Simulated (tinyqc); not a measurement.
From results back to parameters: heavy doping: gap narrowing, degeneracy and the minority density. Two cases, with inputs chosen for the exercise.

Problem. The minority density was computed from a hidden true narrowing dEg.

F_j(eta) = (1/Gamma(j + 1)) integral_0^infinity x^j dx/(1 + exp(x - eta)), which tends to exp(eta) for eta << 0.

Majority: N = Nv F_1/2(eta), eta the distance of EF beyond the majority band edge in kT. Degeneracy factor gam = F_1/2(eta)/exp(eta). ni0^2 = Nc Nv exp(-Eg/kT); product n p = ni0^2 gam exp(dEg/kT), dEg the true narrowing; apparent narrowing dEa = dEg + kT ln gam; minority density = n p/N.

Constants: kB = 8.617333262e-05 eV/K.

Find: dEa; gam; dEg.

Method. dEa = kT ln(minority x N/ni0^2); gam follows from N alone, and dEg = dEa - kT ln gam.

Case 1.

Values chosen (gap and densities of states near those of Si at this temperature; narrowing constants near the fits for Si; shifted at random, so the results belong to these values and not to a real crystal):
- N = 2e+19 1/cm^3 (ionised acceptors, equal to the majority density)
- Eg = 1.072 eV (gap)
- Nc = 4.99e+19 1/cm^3 (conduction-band density of states)
- Nv = 2.08e+19 1/cm^3 (valence-band density of states)
- T = 450 K

minority density = 2.12860e+08 1/cm^3

Solution.

dEa = 55.26 meV
gam = 0.7150
dEg = 68.27 meV

Case 2.

Values chosen (gap and densities of states near those of Si at this temperature; narrowing constants near the fits for Si; shifted at random, so the results belong to these values and not to a real crystal):
- N = 4.3e+18 1/cm^3 (ionised acceptors, equal to the majority density)
- Eg = 1.127 eV (gap)
- Nc = 2.73e+19 1/cm^3 (conduction-band density of states)
- Nv = 1.14e+19 1/cm^3 (valence-band density of states)
- T = 300 K

minority density = 57.1344 1/cm^3

Solution.

dEa = 49.41 meV
gam = 0.8758
dEg = 52.84 meV

Computed by tinyqc, one run a case: `OMP_NUM_THREADS=1 python tinyqc.py N N+1 out.jsonl` with N = 1680165, 1680172; one thread of a shared Intel(R) Xeon(R) Processor @ 2.30GHz, about 0.01 s a run at most.
